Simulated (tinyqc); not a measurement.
Two-step dopant diffusion (predeposition and drive-in) with a constant diffusivity: one step, computed by the program tinyqc. Command: `OMP_NUM_THREADS=1 python tinyqc.py 3030188 3030189 out.jsonl dopdiff walk`. One thread of a shared host (Intel(R) Xeon(R) Processor @ 2.30GHz), about 0.05 s of CPU time with the checks.

Fick diffusion into a half space x > 0 whose background doping C_B is of the opposite type, so that a junction lies where C = C_B.

Task: Drive-in as a Gaussian. With a sealed surface and a thin source, C = Q/sqrt(pi (Dt)2) exp(-x^2/(4 (Dt)2)); x_j = 2 sqrt((Dt)2 ln(C(0)/C_B)); gradient at the junction |dC/dx| = C_B x_j/(2 (Dt)2).

Inputs (values chosen for the exercise, modelled on antimony in silicon):

| quantity | value | unit |
|---|---|---|
| background doping C_B | 1.5e+16 | 1/cm^3 |
| predeposition temperature T1 | 1050 | C |
| drive-in temperature T2 | 1000 | C |
| stand-by temperature | 750 | C |

dose Q = 7.520854e+12 1/cm^2

drive-in budget (Dt)2 = 1.378574e-11 cm^2

Give: surface concentration C(0) (Gaussian); junction depth x_j; gradient at the junction.

Result:

surface concentration C(0) (Gaussian) = 1.1428e+18 1/cm^3

junction depth x_j = 0.15458 um

gradient at the junction = 8.4097e+21 1/cm^4

Caution: the drive-in budget is under fifteen times D1 t1, so the source is not thin and the Gaussian junction is too shallow.
